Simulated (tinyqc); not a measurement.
Delay unit and parasitic delay from two ring oscillators.

Question. A ring of 11 inverters oscillates at 1/(2 x 11 d), with stage delay d = tau (h + p) for fan-out h. Find tau, p and the delay at fan-out 4.

frequencies of 11-stage ring oscillators with fan-out 2 and 4 (GHz): [7.0603519, 4.4835811]

Answer. d is a straight line in h with slope tau and intercept tau p.

tau = 1.85 ps
p = 1.48
delay at fan-out 4 = 10.1 ps

Numbers from tinyqc (`OMP_NUM_THREADS=1 python tinyqc.py 2082029 2082030 out.jsonl`; about 0.01 s on one thread of a shared Intel Xeon 2.30GHz).
